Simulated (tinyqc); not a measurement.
# Free and trapped electrons in a MOS channel with a dense trap tail, step by step

tinyqc, about 0.02 s, one thread, Intel Xeon 2.30GHz (shared host): `OMP_NUM_THREADS=1 python tinyqc.py 2222242 2222243 out.jsonl` Printed values are rounded.

p-type body, charge-sheet picture, full ionisation (an idealisation for deep acceptors), Boltzmann statistics for free electrons. e = Ec - EF at the surface. Acceptor-like traps of density D(E) = D0 + De exp(-E/Ew) at depth E below Ec, from 0 to Eu, hold n_t = integral of D(E)/(1 + exp((e - E)/Vt)). psi = Eg - Vt ln(Nv/Na) - e; N_dep = sqrt(2 eps0 eps_r Na (psi - Vt)/q); n_f = sqrt(N_dep^2 + 2 eps0 eps_r Vt Nc exp(-e/Vt)/q) - N_dep; Vg = Vfb + psi + q (N_dep + n_t + n_f)/Cox, Cox = eps0 eox/tox.

Values chosen for this exercise; band and dielectric values close to those of silicon:

| symbol | value | unit | meaning |
|---|---|---|---|
| T | 250 | K | temperature |
| Eg | 1.13 | eV | band gap |
| eps_r | 11.5 |  | relative permittivity |
| Nc | 2.09e19 | cm^-3 | conduction-band density of states at T |
| Nv | 2.03e19 | cm^-3 | valence-band density of states at T |
| eox | 3.9 |  | relative permittivity of the insulator |
| tox | 32 | nm | insulator thickness |
| Na | 9.6e16 | cm^-3 | acceptor density |
| Vfb | -1.02 | V | flat-band voltage without trapped charge |
| D0 | 1.4e11 | cm^-2 eV^-1 | constant background density of acceptor-like traps |
| De | 5.5e13 | cm^-2 eV^-1 | density of the tail at the conduction edge |
| Ew | 0.09 | eV | decay energy of the tail |
| Eu | 0.7 | eV | depth below Ec down to which the traps reach |
| mf | 210 | cm^2/(V s) | mobility of free electrons |
| e | 0.104 | eV | Ec - EF at the surface |

Constants: q = 1.602176634e-19 C, kB = 1.380649e-23 J/K, Vt = kB T/q, eps0 = 8.8541878128e-14 F/cm where lengths are in cm. Results are converted to the units shown.

## Trapped charge

Trapezoid rule on 12 equal steps from 0 to Eu, f = 1/(1 + exp((e - E)/Vt)).

```
point,E (eV),D(E) f (cm^-2 eV^-1)
0,0,4.37981e11
1,0.0583333,3.09844e12
2,0.116667,9.76231e12
3,0.175,7.72260e12
4,0.233333,4.24493e12
5,0.291667,2.29204e12
6,0.35,1.26573e12
7,0.408333,7.28779e11
8,0.466667,4.47939e11
9,0.525,3.01056e11
10,0.583333,2.24235e11
11,0.641667,1.84056e11
12,0.7,1.63042e11
```

n_t = 1.78340e12 cm^-2

With 1600 steps n_t = 1.785e12 cm^-2; the coarse value is 0.078 % below it.

## Charges and gate voltage

psi, N_dep, n_f and Vg as defined, with the n_t given; free share n_f/(n_f + n_t); apparent mobility mf n_f/(n_f + n_t); gate voltage spent on traps q n_t/Cox.

psi = 0.910656 V
N_dep = 1.04159e12 cm^-2
n_f = 2.17689e10 cm^-2
Vg = 4.11733 V
free share = 1.20592 %
apparent mobility = 2.53242 cm^2/(V s)
gate voltage spent on traps = 2.64787 V
